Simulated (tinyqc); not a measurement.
Worked calculation: tight binding, honeycomb lattice. One step of it, computed by the program tinyqc.

Task: Bloch Hamiltonian at K. H_AB = -t1 (1 + exp(-i k.a1) + exp(-i k.a2)); H_AA = delta - 2 t2 sum cos(k.b + phi), H_BB = -delta - 2 t2 sum cos(k.b - phi), b = a1, a2 - a1, -a2.

Parameters chosen for this model:
```
parameter      value                        unit
t1          2.660000                 eV, nearest
t2          0.390000       eV, second neighbours
phi        -0.060000  rad, phase of t2 (Haldane)
delta              0          eV, +/- on A and B
```

k point K (fractions of the reciprocal vectors): 0.333333  0.666667

Give: H(k) at K.

Result:

H(k) at K (eV):
```
        A       B
A  1.0464  0.0000
B  0.0000  1.2894
```
